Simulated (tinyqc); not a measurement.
Plane-wave Kohn-Sham cycle with exchange-only LDA in a layered model solid, step by step. Computed by tinyqc, a small Python program that keeps every step. Settings: points = 16, plane-wave index or count = 2, electrons = 4, k points = 3, area = 16.0, mixing = 0.1, iteration cap = 60, Kerker q0 = 1.09. Command: `OMP_NUM_THREADS=1 python tinyqc.py 20791 20792 out.jsonl` (the two numbers bound the seeds that draw the settings). One thread of a shared host (Intel(R) Xeon(R) Processor @ 2.60GHz), about 0.02 s of CPU time with the checks.

A solid whose potential varies along x alone (atomic units):
```
parameter                      value
period a                    6.200000
cross-section of the cell  16.000000
electrons per cell                 4
grid points                       16
plane waves -n..n, n               2
k points                           3
V1 in V1 cos(2 pi x/a)     -0.430000
```

Stop when sqrt(dV sum R^2) is below 1e-8, dV = a A/N.

Course of the cycle:
```
iteration  E (hartree)  norm of the residual
1          -0.53153420              1.57e-01
2          -0.52208779              1.47e-01
3          -0.51382402              1.37e-01
4          -0.50659775              1.28e-01
5          -0.50028092              1.20e-01
6          -0.49476070              1.12e-01
7          -0.48993786              1.04e-01
8          -0.48572518              9.76e-02
9          -0.48204612              9.12e-02
10         -0.47883356              8.52e-02
11         -0.47602871              7.96e-02
...                ...                   ...
50         -0.45686287              5.68e-03
51         -0.45685055              5.31e-03
52         -0.45683979              4.96e-03
53         -0.45683039              4.64e-03
54         -0.45682218              4.33e-03
55         -0.45681501              4.05e-03
56         -0.45680874              3.79e-03
57         -0.45680327              3.54e-03
58         -0.45679849              3.31e-03
59         -0.45679431              3.09e-03
60         -0.45679066              2.89e-03
```

Can the last value be used, and what does the course show?

Not by the stop rule, although the second column moves by less than 1e-05 over the last three steps. Not converged within 60 iterations: the residual falls steadily but slowly, by a factor of about 0.93 a step. Reruns (cap 100 unless said): mixing 0.5, Kerker q0 1.0: converged in 39 (E = -0.45677); mixing 0.3, Pulay depth 5: converged in 9 (E = -0.45677); the original settings with a cap of 400: converged in 247 (E = -0.45677).
